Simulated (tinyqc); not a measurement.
From results back to parameters: dielectric confinement in a thin film (image charges). Two cases, with inputs chosen for the exercise.

Problem. The self-energy at the centre was computed from a hidden eh.

A film |z| < t/2 of dielectric constant eps between half-spaces of dielectric constant e2; lam = (eps - e2)/(eps + e2), q = e^2/(4 pi eps0). The self-energy of a band edge is taken with the high-frequency value, e2 = eh, and the field of a fixed ion with the static one, e2 = eo. A charge at z has images lam^|n| at n t + (-1)^n z. Its self-energy is S(z) = (q/2 eps) sum over n >= 1 of lam^n [1/(n t - 2z) + 1/(n t + 2z)] for odd n and 2 lam^n/(n t) for even n; at the centre S(0) = -(q/(eps t)) ln(1 - lam).

Constants: e^2/(4 pi eps0) = 14.39964547 eV angstrom.

Find: lam; eh.

Method. lam = 1 - exp(-S(0) eps t/q), and eh = eps (1 - lam)/(1 + lam).

Case 1.

Values chosen: t = 38 angstrom (film thickness); eps = 11.6 (dielectric constant of the film).
S(0) = 38.6226 meV

Solution.

lam = 0.6934
eh = 2.1

Case 2.

Values chosen: t = 78 angstrom (film thickness); eps = 12.9 (dielectric constant of the film).
S(0) = 18.2173 meV

Solution.

lam = 0.7200
eh = 2.1

Computed by tinyqc, one run a case: `OMP_NUM_THREADS=1 python tinyqc.py N N+1 out.jsonl` with N = 1281386, 1281420; one thread of a shared Intel(R) Xeon(R) Processor @ 2.30GHz, about 0.1 s a run at most.
